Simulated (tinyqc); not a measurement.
What moves the results: valley splitting of a silicon quantum well in envelope theory. A value that a table varies takes the place of the one given here.

The well lies at 0 < z < L; U(z) = V0 [1/(1 + exp(z/w)) + 1/(1 + exp((L - z)/w))] - e F z, 1 mV/nm = 1e-4 eV/angstrom. The envelope psi solves -(c/ml) psi'' + U psi = E psi, c = hbar^2/2m0, by three-point differences on a grid of 0.1 angstrom from -40 to L + 40 angstrom. The two valleys at +/- k0 couple through D = C0 times the integral of exp(-i q z) U(z) psi^2, q = 2 k0 (2 pi/a), and split by Ev = 2|D|.

Random alloy: with Y(z) = Yw + (Yb - Yw) B(z), B the bracket in U, and in-plane density exp(-r^2/ad^2)/(pi ad^2), D gains a random complex part of variance sigma^2 = (C0^2/pi)(a^2 V0/(8 ad (Yb - Yw)))^2 (4/a) times the integral of psi^4 Y (1 - Y). Alone it gives a mean splitting sqrt(pi) sigma; together with the smooth part the rms splitting is 2 sqrt(|D|^2 + sigma^2).

Constants: hbar^2/2m0 = 3.80998211 eV angstrom^2.

Parameters, chosen for this exercise (near those of a strained Si well in SiGe; not measured data):
- L = 68 angstrom (well width)
- V0 = 0.18 eV (conduction offset)
- ml = 0.899 m0 (mass along z)
- F = 1.6 mV/nm (field pressing towards the upper interface)
- k0 = 0.846 2 pi/a (valley position)
- a = 5.431 angstrom (lattice constant)
- C0 = 0.242 (Bloch overlap factor)
- Yb = 0.27 (Ge share of the barrier)
- Yw = 0.05 (Ge share of the well)
- ad = 160 angstrom (dot radius)
- ws = (0.3, 0.7, 1, 1.4, 1.9, 2.8, 4.8) angstrom (interface widths)
- Ls = (68, 69.4, 70.7, 72.1, 73.4, 74.8, 76.1, 77.5) angstrom (widths in steps of one atomic layer, a/4, rounded to the grid)
- F2 = 0.5 mV/nm (second field, zero or weak)
- w1 = 0.8 angstrom (interface width for this table)
- w = 0.4 angstrom (interface width parameter)

## Sharpness of the interface

The smooth part 2|D| and the disorder part against w, beside y/sinh(y) with y = pi q w. The 12 to 88 % width of the step is 4w.

Results:

| w (angstrom) | 4w (angstrom) | 2\|D\| (micro-eV) | y/sinh(y) | sqrt(pi) sigma (micro-eV) |
|---|---|---|---|---|
| 0.3 | 1.2 | 25.31 | 0.60 | 119.4 |
| 0.7 | 2.8 | 5.40 | 0.12 | 119.7 |
| 1.0 | 4.0 | 1.77 | 0.026 | 120.0 |
| 1.4 | 5.6 | 0.30 | 0.0031 | 120.7 |
| 1.9 | 7.6 | 0.02 | 0.00020 | 121.7 |
| 2.8 | 11.2 | 0.00 | 1.1e-06 | 124.1 |
| 4.8 | 19.2 | 0.00 | 8.9e-12 | 131.0 |

The smooth part needs a Fourier component of U psi^2 at a wavelength of 3.21 angstrom; from the first row to the third it falls by a factor 14.3, while y/sinh(y) falls by 22.8 (the envelope near the step and the phase between the two interfaces change too). The disorder part goes from 119.4 to 131.0 micro-eV. It exceeds the smooth part in every row.

## Adding atomic layers

The smooth splitting Ev = 2|D| with w = w1, at the field F2 and at F.

Results:

| L (angstrom) | q L mod 2 pi | Ev at F2 (micro-eV) | Ev at F (micro-eV) |
|---|---|---|---|
| 68.0 | 1.16 | 2.67 | 3.78 |
| 69.4 | 3.90 | 5.13 | 5.69 |
| 70.7 | 0.16 | 4.65 | 5.28 |
| 72.1 | 2.91 | 2.66 | 3.75 |
| 73.4 | 5.45 | 5.27 | 5.76 |
| 74.8 | 1.91 | 0.909 | 2.88 |
| 76.1 | 4.45 | 4.61 | 5.18 |
| 77.5 | 0.91 | 2.47 | 3.61 |

At F2 the splitting swings between 0.909 and 5.27 micro-eV, a ratio of 5.8, as the two interfaces add with the phase q L, which advances on average by 2.66 rad a layer. At F the ratio is 2.00, where in the first row psi^2 at the upper interface is 2.42 times that at the lower one: the field unbalances the two contributions, which fills in the minima.

## What each parameter does

Orbital spacing, psi^2 at z = L, the smooth splitting and sigma; V0 is held fixed when Yw changes. Each row changes one parameter from the base and keeps the others.

Results:

| case | E2 - E1 (meV) | psi^2(L) (1e-3/angstrom) | 2\|D\| (micro-eV) | sigma (micro-eV) |
|---|---|---|---|---|
| base | 21.01 | 1.467 | 16.91 | 67.4 |
| ad = 200 angstrom | 21.01 | 1.467 | 16.91 | 53.9 |
| Yw = 0.08 | 21.01 | 1.467 | 16.91 | 97.1 |
| L = 74 angstrom | 18.28 | 1.289 | 19.05 | 65.2 |
| V0 = 0.225 eV | 21.61 | 1.196 | 16.64 | 84.8 |
| w = 0.28 angstrom | 20.96 | 1.483 | 27.31 | 67.3 |
| F = 2.4 mV/nm | 21.38 | 1.764 | 25.17 | 68.0 |
| k0 = 0.826 2 pi/a | 21.01 | 1.467 | 41.94 | 67.4 |
| C0 = 0.29 | 21.01 | 1.467 | 20.27 | 80.7 |

The largest shifts from the base row, up to three for each result and ties (the steps differ in size, so this ranks the rows, not the parameters). E2 - E1 (meV): L -2.73, V0 +0.60, F +0.38; unchanged at the printed digits by ad, Yw, k0 and C0. psi^2(L) (1e-3/angstrom): F +0.297, V0 -0.271, L -0.178; unchanged at the printed digits by ad, Yw, k0 and C0. 2|D| (micro-eV): k0 +25.03, w +10.40, F +8.25; unchanged at the printed digits by ad and Yw. sigma (micro-eV): Yw +29.7, V0 +17.4, ad -13.5; unchanged at the printed digits by k0.

(tinyqc, `OMP_NUM_THREADS=1 python tinyqc.py 1250811 1250812 out.jsonl`, Intel(R) Xeon(R) Processor @ 2.30GHz, 1 thread, shared host, about 0.1 s.)
